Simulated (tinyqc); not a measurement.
Rapid thermal processing of a wafer: radiative balance, ramp and cooling, pattern effects, pyrometer error and spike budget. From reading less true temperature back to error of the assumed emissivity. Computed by tinyqc, a small Python program. Command: `OMP_NUM_THREADS=1 python tinyqc.py 3112551 3112552 out.jsonl rtp inv`. One thread of a shared host (Intel(R) Xeon(R) Processor @ 2.30GHz), about 0.05 s of CPU time with the checks.

The wafer is opaque and uniform through its thickness unless said otherwise; temperatures in formulas are in kelvin (C + 273.15). sigma = 5.670374419e-12 W/(cm^2 K^4).

Inputs (values chosen for the exercise, modelled on a hot silicon wafer): process temperature = 811 C; starting temperature = 550 C; pyrometer wavelength = 4.5 micrometre; activation energy of the process E_a = 2.7 eV.

Constants: h = 6.62607015e-34 J s; c = 299792458 m/s; k_B = 1.380649e-23 J/K; k_B = 8.617333262e-05 eV/K.

Method. Signal proportional to eps/(exp(c2/(lambda T)) - 1), c2 = h c/k_B. If the assumed emissivity is too high by the given error, the reading T' solves (1 + error)/(exp(c2/(lambda T')) - 1) = 1/(exp(c2/(lambda T)) - 1). Wien estimate: T' - T = -lambda T^2 ln(1 + error)/c2. Process rates go as exp(-E_a/(k_B T)).

Problem. A run gave the result below. Find the error of the assumed emissivity, known to lie between 5.8 and 11 %.

reading less true temperature = -28.06466 K

Solution.

Each step takes the trial c = (a f_b - b f_a)/(f_b - f_a), f being the result less the target and a, b, c the logarithms of the listed values; c replaces end b, the old b replaces a if the sign of f changed, and otherwise f_a is halved.

Scan of the range:
```
error of the assumed emissivity (%)  reading less true temperature (K)
5.80                                                          -19.3187
6.45                                                          -21.3793
7.18                                                          -23.6698
7.99                                                          -26.1827
8.89                                                          -28.9400
9.89                                                          -31.9618
11.00                                                         -35.2656
```

False position (Illinois rule, in the logarithm of the input) inside the bracket:
```
step    end a    end b    trial  reading less true temperature (K)
1     7.99000  8.89000  8.59381                           -28.0366
2     8.89000  8.59381  8.60287                           -28.0643
3     8.89000  8.60287  8.60313                           -28.0650
4     8.60287  8.60313  8.60300                           -28.0647
```

Reading less true temperature falls at every point of a 13-point scan of the range (every second point is shown), so one value fits; it is bracketed by 7.99 and 8.89. Answer: error of the assumed emissivity = 8.603 %.

Caution: below about 600 C lightly doped silicon is partly transparent at this wavelength, so its emissivity is not yet the hot value early in the ramp.
